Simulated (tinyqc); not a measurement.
Self-consistent Fermi level with native defects, at growth and after a quench: one step, computed by the program tinyqc.

Energies are counted from the top of the valence band (VBM); when the gap shrinks with temperature the conduction band moves and the levels stay. The added dopant is taken as fully ionised. D and A draw on one reservoir with opposite signs, as the two vacancies of a compound do.

Problem. Equilibrium at growth. n = N_c F_1/2((E_F - E_g)/k_B T), p = N_v F_1/2(-E_F/k_B T). F_1/2(eta) = (2/sqrt(pi)) int_0^infinity sqrt(x)/(1 + exp(x - eta)) dx, by the trapezoid rule in t = sqrt(x) with step 0.02 up to t = 12 (for eta < -12 by exp(eta) - exp(2 eta)/2^(3/2)). In equilibrium c_q = N_s exp(-(E_f(q, 0) + q E_F)/k_B T). Net charge = p - n + sum q c_q + N_X; the log ratio is ln(positive charge/negative charge). E_F is the root of the log ratio, by 50 bisections between -0.5 eV and E_g + 0.5 eV.

Inputs (values chosen for the exercise, with bands modelled on CdTe): site density N_s = 3.8e+22 cm^-3; dopant density N_X = 9.1e+17 cm^-3; growth temperature T_g = 1080 K.

Added shallow dopant: donor.

E_g(T_g) = 1.3428 eV

N_c(T_g) = 4.853436e+18 cm^-3

N_v(T_g) = 8.388092e+19 cm^-3

k_B T_g = 0.09306720 eV

E_f(q, E_F = 0) (eV): D(+2) 0.041, D(+1) 1.151, D(0) 2.261, A(0) 0.932, A(-1) 1.532

Give: E_F at growth; n at growth; p at growth; Defects at growth; total D; total A.

Solution.

E_F at growth = 0.5747 eV

n at growth = 1.263e+15 cm^-3

p at growth = 1.745e+17 cm^-3

Defects at growth:
```
state  E_f (eV)  c (cm^-3)
D(+2)     1.190  1.060e+17
D(+1)     1.726  3.365e+14
D(0)      2.261  1.069e+12
A(0)      0.932  1.701e+18
A(-1)     0.957  1.295e+18
```

total D = 1.063e+17 cm^-3

total A = 2.996e+18 cm^-3

The largest part of the positive charge comes from the dopant (70 %) and that of the negative charge from charged A (100 %).
